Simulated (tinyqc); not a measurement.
Two-step dopant diffusion (predeposition and drive-in) with a constant diffusivity: one step, computed by the program tinyqc. Command: `OMP_NUM_THREADS=1 python tinyqc.py 3022376 3022377 out.jsonl dopdiff walk`. One thread of a shared host (Intel(R) Xeon(R) Processor @ 2.30GHz), about 0.07 s of CPU time with the checks.

Fick diffusion into a half space x > 0 whose background doping C_B is of the opposite type, so that a junction lies where C = C_B.

Problem. Drive-in as a Gaussian. With a sealed surface and a thin source, C = Q/sqrt(pi (Dt)2) exp(-x^2/(4 (Dt)2)); x_j = 2 sqrt((Dt)2 ln(C(0)/C_B)); gradient at the junction |dC/dx| = C_B x_j/(2 (Dt)2).

Inputs (values chosen for the exercise, modelled on boron in silicon):

| quantity | value | unit |
|---|---|---|
| surface concentration C_s | 1.1e+19 | 1/cm^3 |
| background doping C_B | 2.2e+14 | 1/cm^3 |
| predeposition temperature T1 | 900 | C |
| drive-in temperature T2 | 1200 | C |

dose Q = 1.594649e+13 1/cm^2

drive-in budget (Dt)2 = 1.828532e-09 cm^2

Give: surface concentration C(0) (Gaussian); junction depth x_j; gradient at the junction.

Solution.

surface concentration C(0) (Gaussian) = 2.1040e+17 1/cm^3

junction depth x_j = 2.2405 um

gradient at the junction = 1.3478e+19 1/cm^4

Caution: C_s exceeds the intrinsic carrier density of silicon at the predeposition temperature (2e18 to 1e19 per cm^3), where real diffusivities rise with concentration and profiles turn box-like.
